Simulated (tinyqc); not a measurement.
Disorder broadening of a semi-elliptic band in the self-consistent Born approximation: one step of the calculation.

The local Green function is G = g0(z - Sigma) with z = E + i eta and g0(z) = (z - sqrt(z - 2t) sqrt(z + 2t))/(2 t^2), principal roots; the self-energy is Sigma = D G. The density of states is -Im G/pi.

Problem. Born step. G = g0(z - Sigma), Sigma(out) = D G, Sigma(new) = Sigma + mix (Sigma(out) - Sigma).

Values chosen for this exercise: hopping t = 0.6 eV; variance of the random site energy D = 0.1 eV^2; bare broadening eta = 0.006 eV; energy from the band centre E = 0.634 eV; mixing mix = 1.

Sigma after iteration 1 = 0.08753701-0.14067624i eV

Give: G; Sigma(out); Sigma after iteration 2.

Solution.

G = 0.6560-1.2976i 1/eV
Sigma(out) = 0.06560-0.12976i eV
Sigma after iteration 2 = 0.06560-0.12976i eV

Range of the model: The self-consistent Born approximation misses band tails from rare fluctuations and localisation.

tinyqc, about 0.01 s, one thread, Intel Xeon 2.30GHz (shared host): `OMP_NUM_THREADS=1 python tinyqc.py 2720006 2720007 out.jsonl`
